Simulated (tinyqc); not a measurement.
Coherent transport through a tight-binding region between two chains, step by step. Computed by tinyqc, a small Python program that keeps every step. Settings: temperature = 4, mu = -0.43. Command: `OMP_NUM_THREADS=1 python tinyqc.py 20615 20616 out.jsonl` (the two numbers bound the seeds that draw the settings). One thread of a shared host (Intel(R) Xeon(R) Processor @ 2.60GHz), about 0.2 s of CPU time with the checks.

## Transmission at E = 1 eV

H of the central region (eV), lower triangle:
```
         1        2        3        4        5        6
1   0.8700
2  -0.5100   0.9100
3   0.0000  -0.5100  -0.3300
4   0.0000   0.0000  -0.5100   0.8700
5   0.0000   0.0000   0.0000  -0.5100  -0.6300
6  -0.5100   0.0000   0.0000   0.0000  -0.5100  -0.9500
```

Leads: semi-infinite chains with site energy 0:
```
parameter                           value
lead hopping t (eV)              2.790000
coupling to the left lead (eV)   0.250000
coupling to the right lead (eV)  1.130000
left contact site                       1
right contact site                      6
```

E = 1.0000 eV

Surface Green function g = (E - i sqrt(4 t^2 - E^2)) / (2 t^2); self-energy tc^2 g on each contact site; G = (E - H - Sigma)^(-1); Gamma = -2 Im Sigma; T = Gamma_L Gamma_R |G_LR|^2; local density of states -Im G_ii / pi.

g = 0.0642-0.3526i 1/eV

G (1/eV), lower triangle:
```
                 1                2                3                4
1  -0.2422-0.0049i
2   2.1071-0.0120i   0.0321-0.2470i
3  -0.1297+0.0071i  -0.1519+0.0556i   0.1565-0.0169i
4  -1.7689-0.0064i   0.3642+0.1019i   1.7046-0.0116i  -4.8095-0.0716i
5   0.5806-0.0054i   0.0591-0.0816i  -0.5910+0.0198i   1.4821+0.0299i
6  -0.0867+0.0237i  -0.5531+0.1589i   0.1843-0.0518i   0.0725-0.0239i

                 5               6
5   0.2132-0.0274i
6  -0.2028+0.0579i  0.5756-0.1610i
```

local density of states (1/eV): 0.0016  0.0786  0.0054  0.0228  0.0087  0.0512

transmission = 3.21e-04

## Transmission across the band

The same steps on a grid of energies.

T(E):
```
E (eV)            T
-5.301000  1.91e-06
-4.770900  8.34e-06
-4.240800  2.21e-05
-3.710700  5.36e-05
-3.180600  1.35e-04
-2.650500  3.94e-04
-2.120400    0.0016
-1.590300    0.0091
-1.060200    0.0027
-0.530100    0.0237
0.000000     0.0194
0.530100     0.2806
1.060200   1.18e-06
1.590300     0.2812
2.120400     0.0014
2.650500   3.19e-04
3.180600   1.11e-04
3.710700   4.50e-05
4.240800   1.89e-05
4.770900   7.25e-06
5.301000   1.68e-06
```

levels of the isolated region (eV): -1.4488  -0.6906  -0.4269  0.5933  1.1553  1.5577

## Current

I = (2e/h) int T(E) [f(E - mu - V/2) - f(E - mu + V/2)] dE at 4 K with mu = -0.43 eV, the bias not changing H; 2e^2/h = 77.48092 microsiemens; the integral runs over the band on 4001 points.

Current:
```
V (volt)  I (microampere)
0.0100             0.0498
0.0500             0.2503
0.1000             0.4770
0.2000             0.8005
0.4000             1.1013
0.8000             1.4366
```
